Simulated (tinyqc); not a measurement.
# Input admittance of a MOSFET at zero drain bias: distributed channel and distributed gate: what changes with what

Source and drain grounded, strong inversion, w = 2 pi f, Cox = eps0 eox/tox. The channel is an RC line of resistance 1/(mu Cox Vo) per square fed from both ends, so one finger has the intrinsic admittance y = i w Cox L tanh(g)/g per width, g = (1/2) sqrt(i w tau), tau = L^2/(mu Vo). The vertical resistance rv/L is in series with y, the overlaps 2 i w Cov in parallel: y_t = 1/(1/y + rv/L) + 2 i w Cov. The gate strip is a line of Rsh/L per length loaded by y_t, so a finger has Y = y_t Wf tanh(k)/k, k = (Wf/sd) sqrt(y_t Rsh/L); the device has Nf Y.

Values chosen for this exercise; values of the order met in silicon radio-frequency transistors:
- eox = 3.9 (relative permittivity of the gate insulator (close to silicon dioxide))
- tox = 6.2 nm (insulator thickness)
- L = 0.43 um (channel length)
- Wf = 5.8 um (finger width)
- Nf = 32 (number of fingers)
- mu = 190 cm^2/(V s) (channel mobility)
- Vo = 0.51 V (gate overdrive)
- Rsh = 4.5 ohm/square (sheet resistance of the gate)
- rv = 5.5 ohm um^2 (vertical resistivity of the gate stack)
- sd = 2 (number of ends at which a finger is contacted)
- Cov = 0.36 fF/um (overlap and fringe capacitance on each side)
- f = 73 GHz (frequency)

Constants: eps0 = 8.8541878128e-14 F/cm where lengths are in cm. Results are converted to the units shown.

Each table varies one quantity; the others keep the values above.

## Input impedance against frequency

Low-frequency limits, with c = Cox L and ct = c + 2 Cov: R_strip = Rsh Wf/(3 sd^2 L Nf), R_ch = (c/ct)^2 L/(12 mu Cox Vo Wf Nf), R_vert = (c/ct)^2 rv/(L Wf Nf), C = ct Wf Nf. Z = 1/(Nf Y) = R + 1/(i w C), Q = |Im Z|/R, far-point signal |1/cosh k|.

The same in every row: low-frequency R (ohm) = 2.3135.

Input impedance against frequency:
```
f (GHz),w tau,|k|,R (ohm),C (fF),Q,signal at the far point
0.7,0.083925,0.034724,2.3135,578.12,169.99,1.0000
2,0.23979,0.058687,2.3133,578.05,59.509,0.99997
3,0.35968,0.071865,2.3131,577.95,39.683,0.99994
7,0.83925,0.10964,2.3114,577.17,17.043,0.99966
10,1.1989,0.13083,2.3091,576.18,11.962,0.99931
30,3.5968,0.22129,2.2747,561.37,4.1545,0.99448
70,8.3925,0.31025,2.1199,503.05,2.1320,0.98051
100,11.989,0.34667,1.9564,453.05,1.7956,0.97233
300,35.968,0.48039,1.0221,284.31,1.8256,0.95010
```

R falls from 2.31 to 1.02 ohm and C falls from 578 to 284 fF. Q goes as f^(-1.00) between the first two rows and f^(0.02) between the last two, where w tau = 36.0 and |k| = 0.480. The low-frequency limits hold both R and C within 5 % up to f = 30 GHz among the rows.

## Effect of the channel length

Same model as above.

Result of one run:
```
L (um),w tau,|k|,R (ohm),low-frequency R (ohm),C (fF),Q,signal at the far point
0.22,2.2910,0.38751,1.0781,1.0885,355.82,5.6836,0.98891
```

What becomes of these results when the channel length L is changed from 0.22 to 0.42 um, all else the same?

Result of the changed run:
```
L (um),w tau,|k|,R (ohm),low-frequency R (ohm),C (fF),Q,signal at the far point
0.42,8.3498,0.31805,2.0574,2.2461,494.39,2.1434,0.97966
```

The whole series:
```
L (um),w tau,|k|,R (ohm),low-frequency R (ohm),C (fF),Q,signal at the far point
0.03,0.042601,0.71642,2.3055,2.3095,163.68,5.7775,0.97793
0.058,0.15923,0.55866,1.2662,1.2672,193.14,8.9152,0.99069
0.11,0.57275,0.45823,0.86740,0.86825,246.81,10.184,0.99341
0.22,2.2910,0.38751,1.0781,1.0885,355.82,5.6836,0.98891
0.42,8.3498,0.31805,2.0574,2.2461,494.39,2.1434,0.97966
0.8,30.294,0.21936,2.9783,5.0450,491.36,1.4898,0.98687
1.6,121.18,0.15396,2.8570,11.454,475.95,1.6034,0.99379
3,426.01,0.11247,2.8360,22.971,476.30,1.6140,0.99669
```

As L goes from 0.03 to 3, R moves up and down between 0.867 and 2.98 ohm, C moves up and down between 164 and 494 fF and Q moves up and down between 1.49 and 10.2.

Numbers from tinyqc (`OMP_NUM_THREADS=1 python tinyqc.py 2262058 2262059 out.jsonl`; about 0.01 s on one thread of a shared Intel Xeon 2.30GHz).
